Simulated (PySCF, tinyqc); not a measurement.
CIS and TDHF on RHF in the sto-6g basis, for BeH+, spin multiplicity 1, step by step. The lowest restricted solution is unstable here: a spin-polarised one lies 0.0247 hartree lower (PySCF). One step of it, computed by the program tinyqc.

Task: CIS matrix, singlets. A(ia,jb) = (e_a - e_i) d_ij d_ab + 2 (ia|jb) - (ij|ab).

orbital energies (hartree): [-5.043329, -0.616602, -0.249948, -0.118034, -0.118034, 0.032893]

Two-electron integrals over orbitals (pq|rs), unique and non-zero (hartree):
```
(11|11) 2.284708    (21|11) -0.180673   (21|21) 0.023953    (22|11) 0.448037
(22|21) -0.002553   (22|22) 0.428033    (31|11) -0.173949   (31|21) 0.019926
(31|22) -0.012401   (31|31) 0.026270    (32|11) 0.101941    (32|21) -0.006102
(32|22) -0.060532   (32|31) 0.000661    (32|32) 0.081038    (33|11) 0.502804
(33|21) -0.009861   (33|22) 0.334094    (33|31) 0.001027    (33|32) 0.023607
(33|33) 0.404433    (41|41) 0.015872    (42|41) 0.014539    (42|42) 0.047541
(43|41) 0.013569    (43|42) 0.036607    (43|43) 0.046122    (44|11) 0.570111
(44|21) -0.005873   (44|22) 0.342477    (44|31) -0.005669   (44|32) 0.053593
(44|33) 0.368458    (44|44) 0.450117    (51|51) 0.015872    (52|51) 0.014539
(52|52) 0.047541    (53|51) 0.013569    (53|52) 0.036607    (53|53) 0.046122
(54|54) 0.024258    (55|11) 0.570111    (55|21) -0.005873   (55|22) 0.342477
(55|31) -0.005669   (55|32) 0.053593    (55|33) 0.368458    (55|44) 0.401601
(55|55) 0.450117    (61|11) -0.071193   (61|21) 0.012576    (61|22) 0.007939
(61|31) 0.001428    (61|32) -0.008096   (61|33) -0.013251   (61|44) -0.001755
(61|55) -0.001755   (61|61) 0.015039    (62|11) 0.133063    (62|21) -0.000881
(62|22) -0.006572   (62|31) -0.008753   (62|32) 0.060126    (62|33) -0.007394
(62|44) 0.070439    (62|55) 0.070439    (62|61) 0.006883    (62|62) 0.111633
(63|11) -0.088413   (63|21) 0.003136    (63|22) 0.056628    (63|31) -0.005040
(63|32) -0.078580   (63|33) -0.038196   (63|44) -0.046500   (63|55) -0.046500
(63|61) 0.008500    (63|62) -0.062503   (63|63) 0.095336    (64|41) 0.005847
(64|42) 0.022371    (64|43) 0.004515    (64|64) 0.021092    (65|51) 0.005847
(65|52) 0.022371    (65|53) 0.004515    (65|65) 0.021092    (66|11) 0.479877
(66|21) -0.002466   (66|22) 0.433588    (66|31) -0.010711   (66|32) -0.061233
(66|33) 0.364110    (66|44) 0.348741    (66|55) 0.348741    (66|61) 0.006687
(66|62) -0.023253   (66|63) 0.053293    (66|66) 0.463892
```

Give: CIS matrix A, singlet.

Result:

CIS matrix A, singlet (hartree), order 1>3, 1>4, 1>5, 1>6, 2>3, 2>4, 2>5, 2>6:
```
[[4.3431, 0.0000, 0.0000, 0.0913, 0.0112, 0.0000, 0.0000, -0.0206],
 [0.0000, 4.3869, 0.0000, 0.0000, 0.0000, 0.0350, 0.0000, 0.0000],
 [0.0000, 0.0000, 4.3869, 0.0000, 0.0000, 0.0000, 0.0350, 0.0000],
 [0.0913, 0.0000, 0.0000, 4.6264, -0.0193, 0.0000, 0.0000, 0.0162],
 [0.0112, 0.0000, 0.0000, -0.0193, 0.1946, 0.0000, 0.0000, 0.0636],
 [0.0000, 0.0350, 0.0000, 0.0000, 0.0000, 0.2512, 0.0000, 0.0000],
 [0.0000, 0.0000, 0.0350, 0.0000, 0.0000, 0.0000, 0.2512, 0.0000],
 [-0.0206, 0.0000, 0.0000, 0.0162, 0.0636, 0.0000, 0.0000, 0.4392]]
```
